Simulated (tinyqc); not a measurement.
# Worked calculation: silicon n-p-n transistor, Gummel numbers and transit times

Numbers from tinyqc (`OMP_NUM_THREADS=1 python tinyqc.py 2320133 2320134 out.jsonl`; about 0.01 s on one thread of a shared Intel Xeon 2.30GHz). Printed values are rounded.

One-dimensional n-p-n transistor in the forward active mode at low injection. In the base p(x) = NB exp(-eta x/wb) and ni(x)^2 = ni^2 exp((g0 + g1 x/wb)/Vt); electrons leave the base at vsat; band spikes at the emitter junction and recombination inside the emitter are ignored.

Parameters, values chosen for the exercise; band and dielectric values close to those of silicon: temperature T = 300 K; band gap Eg = 1.13 eV; relative permittivity eps_r = 11.9; conduction-band density of states at T Nc = 2.78e19 cm^-3; valence-band density of states at T Nv = 2.66e19 cm^-3; saturation velocity vsat = 1e7 cm/s; neutral base width wb = 200 nm; base doping at the emitter edge NB = 1.1e18 cm^-3; doping falls as exp(-eta x/wb) eta = 2.2; gap reduction at the emitter edge of the base g0 = 0 eV; further gap reduction across the base (linear) g1 = 0 eV; electron diffusion coefficient in the base Dn = 5.2 cm^2/s; emitter doping NE = 2e20 cm^-3; gap reduction in the emitter (negative: wider gap) gE = 0.054 eV; neutral emitter width we = 260 nm; hole diffusion coefficient in the emitter Dp = 0.89 cm^2/s; recombination velocity at the emitter contact Se = 1e5 cm/s; electron lifetime in the base tb = 1e-7 s; collector doping NC = 2.8e16 cm^-3; collector-base reverse bias VCB = 1.1 V.

Constants: q = 1.602176634e-19 C, kB = 1.380649e-23 J/K, Vt = kB T/q, eps0 = 8.8541878128e-14 F/cm where lengths are in cm. Results are converted to the units shown.

Range of the model: The collector doping exceeds a tenth of the base doping at that edge, so the collector layer reaches noticeably into the base. Heavy doping makes emitter or base degenerate; gE and g0 are to be read as apparent gap changes that include this.

## Base Gummel number and transit time

f(x) = p(x) ni^2/ni(x)^2; I(x) = integral from x to wb of f/Dn, plus f(wb)/vsat; base Gummel number GB = I(0); electron density per unit flux n/(J/q) = I/f; base transit time tauB = integral of I/f over the base. Trapezoid rule on 8 equal steps.

```
point	x (nm)	f (cm^-3)	I (s/cm^4)	I/f (s/cm)
0	0.000	1.1e18	1.73295e12	1.57540e-6
1	25.000	8.35529e17	1.26767e12	1.51721e-6
2	50.000	6.34645e17	9.14267e11	1.44060e-6
3	75.000	4.82058e17	6.45828e11	1.33973e-6
4	100.000	3.66158e17	4.41930e11	1.20694e-6
5	125.000	2.78124e17	2.87055e11	1.03211e-6
6	150.000	2.11255e17	1.69416e11	8.01948e-7
7	175.000	1.60463e17	8.00602e10	4.98931e-7
8	200.000	1.21883e17	1.21883e10	1e-7
```

GB = 1.73295e12 s/cm^4
tauB = 21.6879 ps

With 4000 steps GB = 1.722e12 s/cm^4 and tauB = 21.64 ps. A uniform base would give wb^2/(2 Dn) + wb/vsat = 40.5 ps; the built-in field, a drop of 2.20 Vt across the base, shortens the transit by a factor of 1.87.

## Gain, Early voltage and collector delay

ni = sqrt(Nc Nv) exp(-Eg/(2 Vt)), Eg in volts; GE = NE exp(-gE/Vt)(we/Dp + 1/Se); JC = J0 exp(VBE/Vt), J0 = q ni^2/GB; gain limited by back injection GE/GB, by base recombination tb/tauB, together 1/beta = the sum of the inverses; collector layer one-sided, Wc = sqrt(2 eps0 eps_r (Vbc + VCB)/(q NC)), Vbc = Vt ln(p(wb) NC/ni^2), Cjc = eps0 eps_r/Wc; Early voltage VA = GB q p(wb)/(f(wb) Cjc [1/Dn - (eta + g1/Vt)/(wb vsat)]), f(wb) = p(wb) exp(-(g0 + g1)/Vt), p(wb) = NB exp(-eta); tauC = Wc/(2 vsat).

ni = 8.76760e9 cm^-3
GE = 9.71193e14 s/cm^4
J0 = 7.10702e-12 A/cm^2
GE/GB = 560.429
tb/tauB = 4610.86
beta = 499.693
Wc = 299.720 nm
Cjc = 0.351544 fF/um^2
VA = 43.5611 V
tauC = 1.49860 ps

The gain is limited more by back injection into the emitter. beta VA = 21800 V.
